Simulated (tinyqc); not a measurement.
Worked calculation: Gamma, L and X subbands of a thin body with non-parabolic valleys. Values are carried at full precision from step to step, so a last printed digit may differ when a step is redone from the rounded ones.

Hard walls, flat band, c = hbar^2/2m0, energies from the bulk Gamma edge. For a valley at angle theta to the normal 1/m_z = cos^2/ml + sin^2/mt and m_d = sqrt(ml mt^2/m_z). Subband n starts at E_v + e with e (1 + a e) = c (n pi/t)^2/m_z, and its density-of-states mass is taken as m_d (1 + 2 a e), without further growth at higher in-plane energy. Groups are named by valley and degeneracy.

Constants: hbar^2/2m0 = 3.80998211 eV angstrom^2; kB = 8.617333262e-05 eV/K.

Values chosen for the exercise (near those of a thin InAs channel; shifted at random, so the results belong to these values and not to a real crystal):
- face = 111 (surface)
- mG = 0.0265 m0 (Gamma mass)
- aG = 2.26 1/eV (Gamma non-parabolicity)
- EL = 0.715 eV (L edge above Gamma)
- mL = (0.621, 0.049) m0 (L valleys (four, along <111>): ml, mt)
- EX = 0.992 eV (X edge above Gamma)
- mX = (1.146, 0.162) m0 (X valleys (three, along <100>): ml, mt)
- aS = 0.32 1/eV (non-parabolicity of L and X)
- t = 76 angstrom (body thickness)
- Ns = 5.8 x 1e12/cm^2 (sheet density)
- T = 300 K (temperature)
- eot = 6 angstrom (equivalent oxide thickness)

## Valley groups

List degeneracy, edge, m_z, m_d and a.

Groups:
```
group  g  E_v (eV)     m_z     m_d  a (1/eV)
G1     1     0.000  0.0265  0.0265      2.26
L1     1     0.715  0.6210  0.0490      0.32
L3     3     0.715  0.0546  0.1653      0.32
X3     3     0.992  0.2270  0.3640      0.32
```

## Subband edges

n = 1 to 8 for each group; list the ten lowest.

Subbands:
```
subband  g  E (eV)  DOS mass
G1 n=1   1  0.1758    0.0476
G1 n=2   1  0.4743    0.0833
L1 n=1   1  0.7254    0.0493
L1 n=2   1  0.7564    0.0503
G1 n=3   1  0.7923    0.1214
L1 n=3   1  0.8067    0.0519
L3 n=1   3  0.8300    0.1774
L1 n=4   1  0.8746    0.0540
L1 n=5   1  0.9582    0.0566
X3 n=1   3  1.0204    0.3707
```

The lowest subband is G1 n=1, 298 meV below G1 n=2; in the bulk the lowest valley is Gamma.

## Filling and quantum capacitance

n_i = g m/(2 pi c) kB T ln(1 + exp((EF - E_i)/kB T)), sum n_i = Ns (1e12/cm^2 = 1e-4/angstrom^2), c = hbar^2/2m0. Quantum capacitance Cq = 1602.176634 sum g m/(2 pi c) f_i in microfarad/cm^2 with f_i = 1/(1 + exp((E_i - EF)/kB T)); Cox = 34.5313/eot (one gate); C/Cox = Cq/(Cq + Cox), the centroid term left out.

Over the ten listed subbands, named by valley (G, L, X), degeneracy and number.

EF = 0.4519 eV

n_i in the order of the list (1e12/cm^2): 5.484  0.316  0.000  0.000  0.000  0.000  0.000  0.000  0.000  0.000

Cq = 4.83 microfarad/cm^2
Cox = 5.755 microfarad/cm^2
C/Cox = 0.456

EF lies 276 meV above the lowest edge; Gamma holds 100 % of the electrons. The low density of states costs 54 % of the gate capacitance.

## Checks

- Cq against the slope dNs/dEF by finite differences, microfarad/cm^2: both 4.83.

(tinyqc, `OMP_NUM_THREADS=1 python tinyqc.py 1280546 1280547 out.jsonl`, Intel(R) Xeon(R) Processor @ 2.30GHz, 1 thread, shared host, about 0.02 s.)
